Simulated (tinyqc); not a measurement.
Error of the time step: velocity overshoot from momentum and energy balance equations after a field step. Computed by tinyqc, a small Python program. Command: `OMP_NUM_THREADS=1 python tinyqc.py 3010584 3010585 out.jsonl overshoot walk`. One thread of a shared host (Intel(R) Xeon(R) Processor @ 2.30GHz), about 0.02 s of CPU time with the checks.

At t = 0 the field jumps from 0 to F in a uniform sample. v is the drift velocity and u = w - (3/2) k_B T the excess energy per carrier.

Inputs (values chosen for the exercise, modelled on holes in silicon except for tau_E):

| quantity | value | unit |
|---|---|---|
| effective mass m | 0.4 | m_0 |
| low-field mobility mu_0 | 490 | cm^2/(V s) |
| saturation velocity v_s | 0.9 | 1e7 cm/s |
| energy relaxation time tau_E | 0.28 | ps |
| field after the step F | 13 | kV/cm |
| lattice temperature T | 300 | K |
| time step dt | 12 | fs |

Scheme: implicit in the damping.

Constants: m_0 = 9.1093837015e-31 kg; e = 1.602176634e-19 C; k_B = 8.617333262e-05 eV/K.

Method:
- dv/dt = e F/m - v/tau_m(u), du/dt = e F v - u/tau_E, tau_m(u) = tau_0/(1 + c u), tau_0 = m mu_0/e, c = mu_0/(e tau_E v_s^2); this choice gives the steady state v (1 + mu_0 F v/v_s^2) = mu_0 F, which saturates at v_s. Steady velocity v = 2 mu_0 F/(1 + sqrt(1 + 4 (mu_0 F/v_s)^2)); u = e F v tau_E; carrier temperature T + 2u/(3 k_B), neglecting the drift energy m v^2/2.
- Step: v_new = (v + dt e F/m)/(1 + dt/tau_m(u)), u_new = (u + dt e F v_new)/(1 + dt/tau_E). Start v = u = 0; the distance adds dt (v + v_new)/2.
- The peak velocity is recomputed with dt/2 and dt/4 and by an adaptive Runge-Kutta method (tolerance 1e-9).

tau_0 = 111.438 fs

acceleration e F/m = 0.00571617 1e7 cm/s per fs

c = 21.6049 1/eV

steady velocity = 0.466129 1e7 cm/s

Peak velocity:

| step | v_peak (1e7 cm/s) | error (%) |
|---|---|---|
| dt | 0.52101 | -0.27874 |
| dt/2 | 0.52170 | -0.14680 |
| dt/4 | 0.52207 | -0.07527 |
| adaptive | 0.52247 | 0.00000 |

What follows from these numbers?

The implicit scheme puts the peak 0.28 % too low; halving dt divides the error by 1.90, as a first-order method should.

Extremes, crossings and ranges named in words are read from the listed rows.
